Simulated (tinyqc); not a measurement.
From one set of inputs to another, one input at a time: inversion-layer mobility, back-scattering and ballistic limit of a field-effect transistor. Computed by tinyqc, a small Python program. Command: `OMP_NUM_THREADS=1 python tinyqc.py 3013620 3013621 out.jsonl mos ladder`. One thread of a shared host (Intel(R) Xeon(R) Processor @ 2.30GHz), about 0.02 s of CPU time with the checks.

The charge at the top of the source barrier is fixed by the gate; series resistance and short-channel effects are left out. F_j are Fermi integrals normalised to exp(eta) in the classical limit.

The inputs printed are set A. Set A is modelled on a 4H-SiC n-channel; the values taken over come from a set modelled on a silicon n-channel. Inputs not listed in the table keep their values of set A, so the rows need not describe a real material.

Inputs (values chosen for the exercise, modelled on a 4H-SiC n-channel):
```
quantity                                       value        unit
transport mass m                                 0.3         m_0
valley degeneracy g_v                              3           -
weight w of the inversion charge                 0.5           -
permittivity eps                                 9.7           -
phonon mobility at 1 MV/cm and 300 K, mu_ph       91  cm^2/(V s)
roughness mobility at 1 MV/cm, mu_sr              53  cm^2/(V s)
Coulomb mobility at N_inv = 1e12/cm^2, mu_C       30  cm^2/(V s)
electrical oxide thickness t_inv                 1.5          nm
depletion charge N_dep                       2.5e+11      1/cm^2
gate overdrive V_G - V_T                        0.23           V
drain voltage V_D                               0.05           V
channel length L                                 640          nm
exponent a of the critical length               0.59           -
temperature T                                    400           K
```

Statistics at the top of the barrier: Fermi-Dirac.

Constants: eps_0 = 8.8541878128e-12 F/m; e = 1.602176634e-19 C; m_0 = 9.1093837015e-31 kg; k_B = 1.380649e-23 J/K; hbar = 1.054571817e-34 J s; k_B = 8.617333262e-05 eV/K.

Method:
- N_inv = 3.9 eps_0 (V_G - V_T)/(e t_inv); effective field E_eff = e (N_dep + w N_inv)/(eps eps_0).
- mu_phonon = mu_ph (E_eff/1 MV/cm)^(-0.3) (T/300 K)^(-1.75); mu_rough = mu_sr (E_eff/1 MV/cm)^(-2); mu_Coulomb = mu_C (N_inv/1e12 cm^-2) (T/300 K); Matthiessen's rule adds 1/mu.
- F_j(eta) = (1/Gamma(j + 1)) int_0^infinity x^j/(1 + exp(x - eta)) dx, F_0 = ln(1 + exp(eta)). Integrals over x = E/(k_B T) use 160 Gauss-Legendre points in u = sqrt(x) from 0 to sqrt(max(eta, 0) + 32).
- Ballistic channel: N_2D = g_v m k_B T/(pi hbar^2), U = e V_D/(k_B T); eta_F solves N_inv = (N_2D/2)[F_0(eta_F) + F_0(eta_F - U)]; v_T = sqrt(2 k_B T/(pi m)); I/W = e (N_2D/2) v_T [F_1/2(eta_F) - F_1/2(eta_F - U)]; injection velocity v_T F_1/2(eta_F)/F_0(eta_F).
- Mean free path lambda = (2 k_B T/e)(mu/v_T) F_0(eta_0)/F_-1/2(eta_0), with eta_0 from N_inv = N_2D F_0(eta_0); critical length l = L (1 + U)^(-a), an empirical rule; back-scattering r = l/(l + lambda). Then eta solves N_inv = (N_2D/2)[(1 + r) F_0(eta) + (1 - r) F_0(eta - U)] and I/W = e (N_2D/2) v_T (1 - r)[F_1/2(eta) - F_1/2(eta - U)].
- Ballistic ratio: I over the ballistic current. Apparent mobility 1/(1/mu + 1/mu_B), mu_B = mu L/lambda.

Each row keeps all changes above it:
```
input moved                                                  from       to  effective mobility mu (cm^2/(V s))  mean free path lambda (nm)  injection velocity (1e7 cm/s)
set A                                                           -        -                                43.0                       2.751                          1.202
depletion charge N_dep (1/cm^2)                           2.5e+11  2.6e+12                                27.5                       1.759                          1.202
roughness mobility at 1 MV/cm, mu_sr (cm^2/(V s))              53     1500                                40.1                       2.566                          1.202
transport mass m (m_0)                                        0.3     0.19                                40.1                       2.102                          1.558
Coulomb mobility at N_inv = 1e12/cm^2, mu_C (cm^2/(V s))       30      780                                56.6                       2.968                          1.558
channel length L (nm)                                         640       16                                56.6                       2.968                          1.558
electrical oxide thickness t_inv (nm)                         1.5      1.4                                56.1                       2.960                          1.567
phonon mobility at 1 MV/cm and 300 K, mu_ph (cm^2/(V s))       91      310                               174.4                       9.197                          1.567
```

Effective mobility mu goes from 43.0 to 174, a factor 4.06 in all. The largest single move comes from phonon mobility at 1 MV/cm and 300 K, mu_ph (a factor 3.11), and depletion charge N_dep works against it (a factor 0.639). Mean free path lambda goes from 2.75 to 9.20, a factor 3.34 in all. The largest single move comes from phonon mobility at 1 MV/cm and 300 K, mu_ph (a factor 3.11), and depletion charge N_dep works against it (a factor 0.639). Injection velocity goes from 1.20 to 1.57, a factor 1.30 in all. The largest single move comes from transport mass m (a factor 1.30). The single moves hold for this order of the switches; the total does not depend on the order.

Extremes, crossings and ranges named in words are read from the listed rows.
